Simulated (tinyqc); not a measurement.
# Scale length and barrier from the threshold roll-off

Question. For L well above Lambda the threshold falls by 2 m sqrt(A (A + Vds)) exp(-pi L/(2 Lambda)), A being the height of the source potential over the barrier top; the two values follow this form. Find Lambda and A.

Values chosen for this exercise: long-channel body factor m = 1.28; drain voltage Vds = 1 V.

threshold lowering at L = 55 and 88 nm (mV): [87.997493, 13.238365]

Answer. The ratio of the two values gives Lambda; the prefactor gives A (A + Vds), a quadratic with one positive root.

Lambda = 27.37 nm
A = 0.4500 V

Program tinyqc, `OMP_NUM_THREADS=1 python tinyqc.py 2420072 2420073 out.jsonl`; Intel Xeon 2.30GHz, shared host, one thread, about 0.01 s.
